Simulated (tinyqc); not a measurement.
Cluster expansion of a binary alloy: correlations, fit, cross-validation and ground states: one step, computed by the program tinyqc. Command: `OMP_NUM_THREADS=1 python tinyqc.py 3002697 3002698 out.jsonl clex walk`. One thread of a shared host (Intel(R) Xeon(R) Processor @ 2.30GHz), about 0.05 s of CPU time with the checks.

s = +1 for A and -1 for B. Energy per site E = J0 + J1 P(point) + sum over clusters of m V P, with P the mean product of spins; V > 0 on a pair favours unlike neighbours. Clusters per site m: pair 1 4, pair 2 3, pair 3 6, triplet 12; the triplet is two first-neighbour bonds closed by a second-neighbour bond. Formation energies are counted from the line between pure A and pure B, which removes J0 and J1.

Question. Formation energies. Exact: X V with V = (V1, V2, V3, Vt). The data to fit add the noise amplitude times the normal numbers, standing for what the clusters leave out.

Inputs (values chosen for the exercise, for a model alloy):
```
quantity                    value      unit
first-pair interaction V1    4.12       meV
second-pair interaction V2   -0.7       meV
third-pair interaction V3   -0.18       meV
triplet interaction Vt      -0.21       meV
noise amplitude               1.2  meV/site
```

Lattice: bcc.

X:
```
                    pair 1    pair 2    pair 3    triplet
A                  0.00000   0.00000   0.00000    0.00000
A3B D0_3          -4.00000  -3.00000   0.00000  -12.00000
A3B (001) layers  -4.00000  -1.00000  -4.00000   -4.00000
A2B C11_b         -5.33333  -1.33333  -5.33333   -5.33333
AB B2             -8.00000   0.00000   0.00000    0.00000
AB B32            -4.00000  -6.00000   0.00000    0.00000
A2B2 B11          -4.00000  -2.00000  -8.00000    0.00000
AB (110) layers   -4.00000  -4.00000  -8.00000    0.00000
AB2 C11_b         -5.33333  -1.33333  -5.33333    5.33333
AB3 D0_3          -4.00000  -3.00000   0.00000   12.00000
AB3 (001) layers  -4.00000  -1.00000  -4.00000    4.00000
B                  0.00000   0.00000   0.00000    0.00000
```

standard normal numbers for the noise (0 for the pure ends): A 0.000, A3B D0_3 1.472, A3B (001) layers 0.771, A2B C11_b 0.409, AB B2 -1.309, AB B32 1.444, A2B2 B11 -0.118, AB (110) layers -0.960, AB2 C11_b -0.033, AB3 D0_3 -1.695, AB3 (001) layers -1.175, B 0.000

Give: exact energies; data.

Answer.

exact energies (meV/site): A 0.00, A3B D0_3 -11.86, A3B (001) layers -14.22, A2B C11_b -18.96, AB B2 -32.96, AB B32 -12.28, A2B2 B11 -13.64, AB (110) layers -12.24, AB2 C11_b -21.20, AB3 D0_3 -16.90, AB3 (001) layers -15.90, B 0.00

data (meV/site): A 0.0000, A3B D0_3 -10.0936, A3B (001) layers -13.2948, A2B C11_b -18.4692, AB B2 -34.5308, AB B32 -10.5472, A2B2 B11 -13.7816, AB (110) layers -13.3920, AB2 C11_b -21.2396, AB3 D0_3 -18.9340, AB3 (001) layers -17.3100, B 0.0000
